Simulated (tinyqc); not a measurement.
Smearing for a one-band metal on the square lattice: one step. Occupations and energies.

With x = (E_k - mu)/sigma: cold (Marzari-Vanderbilt) with y = x + 1/sqrt(2), f = erfc(y)/2 + exp(-y^2)/sqrt(2 pi), s = y exp(-y^2)/sqrt(2 pi). With weights w = points/N^d (d the dimension), mu solves 2 sum w f = ne; E = 2 sum w f E_k, S = 2 sum w s, F = E - sigma S.

Inputs chosen for the exercise: ne = 1.47 (electrons per cell); sigma = 0.072 eV (width).

Distinct levels:
```
E_k (eV)   points
-3.160000       1
-2.300000       4
-1.510000       4
-0.580000       4
0.070000        8
0.280000        2
0.860000        4
1.370000        4
2.020000        4
2.600000        1
```

Question. Converge mu, then list x, f and s of each level and form the sums.

Give: mu; x, f and s of each level; E; S; F; (E + F)/2.

Answer.

mu = 0.9067 eV

x, f and s of each level:
```
E_k (eV)       x       f       s
-3.1600   -56.48  1.0000  0.0000
-2.3000   -44.54  1.0000  0.0000
-1.5100   -33.57  1.0000  0.0000
-0.5800   -20.65  1.0000  0.0000
0.0700    -11.62  1.0000  0.0000
0.2800     -8.70  1.0000  0.0000
0.8600     -0.65  0.8650  0.0230
1.3700      6.43  0.0000  0.0000
2.0200     15.46  0.0000  0.0000
2.6000     23.52  0.0000  0.0000
```

E = -0.9236 eV
S = 0.0051
F = -0.9239 eV
(E + F)/2 = -0.9238 eV

Levels with f between 0.001 and 0.999: 1. For this scheme F itself has no term in sigma^2, so F is the estimate of the energy at zero width. That argument needs a smooth density of states, and the number of distinct levels within 2 sigma of mu is only 1, so it may fail on this mesh.

Computed by tinyqc, a small Python program: `OMP_NUM_THREADS=1 python tinyqc.py 1650499 1650500 out.jsonl` (the numbers bound the seed that draws the inputs); one thread of a shared host (Intel(R) Xeon(R) Processor @ 2.30GHz), about 0.07 s for the whole set of steps.
